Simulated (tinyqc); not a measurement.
## FinFET, parasitic resistance, capacitance and delay: effect of the spacer length

Nf fins under one contact; each has gated perimeter p = 2 Hf + Wf and cross-section A = Hf Wf; contact width Wc = Nf pf, stack height Hs = Hf. Contact length Lc = CPP - Lg - 2 Lsp, shared by two neighbouring gates. Source and drain sides are equal. The formulas are first-order estimates, not field solutions.

Epitaxy sheet resistance Rsh = re/te, transfer length LT = sqrt(rc/Rsh), contact Rc = [sqrt(rc Rsh)/Wc] coth(Lc/(2 LT)); extension of one fin Rx = rx Lsp/A. With N fins: gate Cg = Cinv p N Lg; per side, plate Cp = ks eps0 [Wc (Hs + Hc) - N A]/Lsp, top fringe Cf = (2/pi) ks eps0 Wc ln(1 + Lg/(2 Lsp)), overlap Co = Cinv p N Lov. One fin: I = p Q vx u/(1 + |u|^1.8)^(1/1.8), Q = Cinv n Vt ln(1 + exp((Vg' - VT + dl Vd')/(n Vt))), u = Vd' mu/(vx Lg), Vg' = Vgs - v, Vd' = Vds - 2 v, with the drop on each side v = Rc (sum of I) + Rx I. Ieff = [I(Vgs = Vdd, Vds = Vdd/2) + I(Vdd/2, Vdd)]/2, total currents. With Cs = Cp + Cf + Co, the load of an inverter of two such devices driving an equal one is CL = 2 (Cg + 2 Cs) + 4 Cs + Cw (own drains counted twice for the Miller effect); delay CL Vdd/(2 Ieff).

Values chosen for this exercise; values close to those of silicon logic devices: temperature T = 300 K; number of fins Nf = 4; fin height Hf = 55 nm; fin width Wf = 6 nm; fin pitch pf = 34 nm; contacted gate pitch CPP = 42 nm; gate length Lg = 18 nm; relative permittivity of the spacer ks = 7; gate height above the channel stack Hc = 15 nm; contact resistivity rc = 5.2e-10 ohm cm^2; resistivity of the source-drain epitaxy re = 0.00032 ohm cm; current-carrying depth of the epitaxy te = 30 nm; resistivity of the extension rx = 0.00067 ohm cm; gate overlap Lov = 2 nm; inversion capacitance Cinv = 2.6 uF/cm^2; injection velocity vx = 1.1e7 cm/s; apparent mobility mu = 270 cm^2/(V s); threshold at zero drain voltage VT = 0.19 V; barrier lowering dl = 0.078 V/V; subthreshold factor n = 1.17; wire load Cw = 0.15 fF; supply voltage Vdd = 0.6 V.

Constants: q = 1.602176634e-19 C, kB = 1.380649e-23 J/K, eps0 = 8.8541878128e-12 F/m, Vt = kB T/q. Results are converted to the units shown.

Result of one run:

| Lsp (nm) | Rc (ohm) | Rx/N (ohm) | Ieff (uA) | CL (aF) | delay (ps) |
|---|---|---|---|---|---|
| 10 | 191.7 | 50.76 | 257.9 | 1211 | 1.409 |

What becomes of these results when the spacer length Lsp is changed from 10 to 3 nm, all else the same?

Result of the changed run:

| Lsp (nm) | Rc (ohm) | Rx/N (ohm) | Ieff (uA) | CL (aF) | delay (ps) |
|---|---|---|---|---|---|
| 3 | 44.81 | 15.23 | 343.0 | 2192 | 1.917 |

The whole series:

| Lsp (nm) | Rc (ohm) | Rx/N (ohm) | Ieff (uA) | CL (aF) | delay (ps) |
|---|---|---|---|---|---|
| 2 | 40.81 | 10.15 | 348.1 | 2883 | 2.485 |
| 3 | 44.81 | 15.23 | 343.0 | 2192 | 1.917 |
| 4 | 49.87 | 20.30 | 337.5 | 1844 | 1.640 |
| 5 | 56.44 | 25.38 | 331.3 | 1635 | 1.480 |
| 6 | 65.29 | 30.45 | 324.0 | 1494 | 1.383 |
| 8 | 96.63 | 40.61 | 303.6 | 1318 | 1.302 |
| 10 | 191.7 | 50.76 | 257.9 | 1211 | 1.409 |

As Lsp goes from 2 to 10 nm, Ieff falls from 348 to 258 uA, CL falls from 2880 to 1210 aF and the delay goes from 2.49 through a minimum of 1.30 (at Lsp = 8 nm among the rows listed) to 1.41 ps. A thin spacer costs capacitance, a thick one resistance and contact length, hence the minimum. For Lsp = 2 to 3 nm the spacer is under 3.5 nm, where leakage and breakdown between gate and contact would forbid it. At Lsp = 10 nm the contact is under 8 nm long, below what liners and fill allow.

Numbers from tinyqc (`OMP_NUM_THREADS=1 python tinyqc.py 2170054 2170055 out.jsonl`; about 0.04 s on one thread of a shared Intel Xeon 2.30GHz).
